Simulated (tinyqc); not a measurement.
Worked calculation: plane-wave Kohn-Sham cycle with exchange-only LDA in a layered model solid. Computed by tinyqc, a small Python program that keeps every step. Settings: points = 16, plane-wave index or count = 2, electrons = 4, k points = 3, area = 9.0, mixing = 0.3, iteration cap = 52. Command: `OMP_NUM_THREADS=1 python tinyqc.py 21674 21675 out.jsonl` (the two numbers bound the seeds that draw the settings). One thread of a shared host (Intel(R) Xeon(R) Processor @ 2.60GHz), about 0.02 s of CPU time with the checks. Later iterations appear only in the table of the cycle.

## Iteration 1: potential

A solid whose potential varies along x alone (atomic units):
```
parameter                      value
period a                   18.000000
cross-section of the cell   9.000000
electrons per cell                 4
grid points                       16
plane waves -n..n, n               2
k points                           3
V1 in V1 cos(2 pi x/a)     -0.390000
V2 in V2 cos(4 pi x/a)     -0.100000
```

density at the start, on the grid x_j = j a/N (e/bohr^3): 0.024691  0.024691  0.024691  0.024691  0.024691  0.024691  0.024691  0.024691  0.024691  0.024691  0.024691  0.024691  0.024691  0.024691  0.024691  0.024691

V_H(G) = 4 pi rho(G)/G^2 for G != 0 (uniform background); v_x = -(3 rho/pi)^(1/3); V = V_ext + V_H + v_x; Fourier components f(G_m) = (1/N) sum_j f(x_j) exp(-i G_m x_j).

Potentials on the grid (hartree):
```
x          V_ext     V_H      v_x        V
0.0000   -0.4900  0.0000  -0.2868  -0.7768
1.1250   -0.4310  0.0000  -0.2868  -0.7178
2.2500   -0.2758  0.0000  -0.2868  -0.5625
3.3750   -0.0785  0.0000  -0.2868  -0.3653
4.5000    0.1000  0.0000  -0.2868  -0.1868
5.6250    0.2200  0.0000  -0.2868  -0.0668
6.7500    0.2758  0.0000  -0.2868  -0.0110
7.8750    0.2896  0.0000  -0.2868   0.0029
9.0000    0.2900  0.0000  -0.2868   0.0032
10.1250   0.2896  0.0000  -0.2868   0.0029
11.2500   0.2758  0.0000  -0.2868  -0.0110
12.3750   0.2200  0.0000  -0.2868  -0.0668
13.5000   0.1000  0.0000  -0.2868  -0.1868
14.6250  -0.0785  0.0000  -0.2868  -0.3653
15.7500  -0.2758  0.0000  -0.2868  -0.5625
16.8750  -0.4310  0.0000  -0.2868  -0.7178
```

V(G_m), m = 0, 1, 2, ... (hartree): -0.2868  -0.1950  -0.0500  0.0000  0.0000

## Iteration 1: Hamiltonian at one k

k = 0.0000 2 pi / a

H(m,m') = (k + G_m)^2/2 delta + V(G_m - G_m'), with V(-G) = V(G).

H (hartree), lower triangle:
```
         -2       -1       +0       +1       +2
-2  -0.0431
-1  -0.1950  -0.2258
+0  -0.0500  -0.1950  -0.2868
+1   0.0000  -0.0500  -0.1950  -0.2258
+2   0.0000   0.0000  -0.0500  -0.1950  -0.0431
```

## Iteration 1: levels at that k

Diagonalise the Hermitian matrix.

eigenvalues (hartree): -0.6192  -0.3154  -0.0792  0.0928  0.0965

## Iteration 1: new density

Motion across x is left out: the lowest 2 band(s) hold two electrons at each of the k points (j + 1/2)/nk - 1/2. Residual R = rho(out) - rho(in); rho(new) = rho(in) + 0.3 R. rho(out) = 2/(a A nk) sum |psi|^2 with psi = sum c exp(i G x). Harris energy E = band energy - dV sum rho (V_H/2 + v_x) + (3/4) dV sum rho v_x with rho(in), dV = a A/N, band energy = (2/nk) sum of the filled levels.

rho(out) (e/bohr^3): 0.053013  0.055834  0.054989  0.039444  0.016979  0.003152  0.000221  0.000335  0.000140  0.000335  0.000221  0.003152  0.016979  0.039444  0.054989  0.055834

density after iteration 1 (e/bohr^3): 0.033188  0.034034  0.033781  0.029117  0.022378  0.018230  0.017350  0.017384  0.017326  0.017384  0.017350  0.018230  0.022378  0.029117  0.033781  0.034034

energy per cell = -1.574732 hartree

## Iteration 2: potential

As before.

Potentials on the grid (hartree):
```
x          V_ext      V_H      v_x        V
0.0000   -0.4900   1.0184  -0.3165   0.2120
1.1250   -0.4310   0.9495  -0.3191   0.1993
2.2500   -0.2758   0.7334  -0.3183   0.1393
3.3750   -0.0785   0.3790  -0.3030  -0.0024
4.5000    0.1000  -0.0428  -0.2775  -0.2203
5.6250    0.2200  -0.4315  -0.2592  -0.4707
6.7500    0.2758  -0.7221  -0.2549  -0.7013
7.8750    0.2896  -0.8970  -0.2551  -0.8625
9.0000    0.2900  -0.9554  -0.2548  -0.9203
10.1250   0.2896  -0.8970  -0.2551  -0.8625
11.2500   0.2758  -0.7221  -0.2549  -0.7013
12.3750   0.2200  -0.4315  -0.2592  -0.4707
13.5000   0.1000  -0.0428  -0.2775  -0.2203
14.6250  -0.0785   0.3790  -0.3030  -0.0024
15.7500  -0.2758   0.7334  -0.3183   0.1393
16.8750  -0.4310   0.9495  -0.3191   0.1993
```

V(G_m), m = 0, 1, 2, ... (hartree): -0.2841  0.2901  -0.0335  -0.0068  -0.0016

## Iteration 2: Hamiltonian at one k

k = 0.0000 2 pi / a

As before.

H (hartree), lower triangle:
```
         -2       -1       +0       +1       +2
-2  -0.0404
-1   0.2901  -0.2232
+0  -0.0335   0.2901  -0.2841
+1  -0.0068  -0.0335   0.2901  -0.2232
+2  -0.0016  -0.0068  -0.0335   0.2901  -0.0404
```

## Iteration 2: levels at that k

As before.

eigenvalues (hartree): -0.7588  -0.4206  -0.0831  0.1921  0.2592

## Iteration 2: new density

As before.

rho(out) (e/bohr^3): 0.000130  0.000482  0.000222  0.002362  0.015933  0.039384  0.055878  0.056538  0.053335  0.056538  0.055878  0.039384  0.015933  0.002362  0.000222  0.000482

density after iteration 2 (e/bohr^3): 0.023271  0.023968  0.023713  0.021091  0.020444  0.024576  0.028909  0.029130  0.028129  0.029130  0.028909  0.024576  0.020444  0.021091  0.023713  0.023968

energy per cell = -2.459692 hartree

## Convergence

Stop when sqrt(dV sum R^2) is below 1e-8, dV = a A/N.

Course of the cycle:
```
iteration  E (hartree)  norm of the residual
1            -1.574732              3.03e-01
2            -2.459692              3.94e-01
3            -2.403262              3.33e-01
4            -1.794812              3.64e-01
5            -2.708302              3.43e-01
6            -1.575545              3.50e-01
7            -2.775585              3.45e-01
8            -1.529985              3.46e-01
9            -2.786345              3.45e-01
10           -1.523009              3.46e-01
11           -2.788925              3.46e-01
...                ...                   ...
42           -1.520525              3.46e-01
43           -2.790367              3.46e-01
44           -1.520525              3.46e-01
45           -2.790367              3.46e-01
46           -1.520525              3.46e-01
47           -2.790367              3.46e-01
48           -1.520525              3.46e-01
49           -2.790367              3.46e-01
50           -1.520525              3.46e-01
51           -2.790367              3.46e-01
52           -1.520525              3.46e-01
```

Not converged within 52 iterations: the residual has stopped falling: the iteration swings between two states. Reruns (cap 100 unless said): mixing 0.1: not converged; mixing 0.5, Kerker q0 1.0: not converged; mixing 0.3, Pulay depth 5: not converged; the original settings with a cap of 400: not converged.
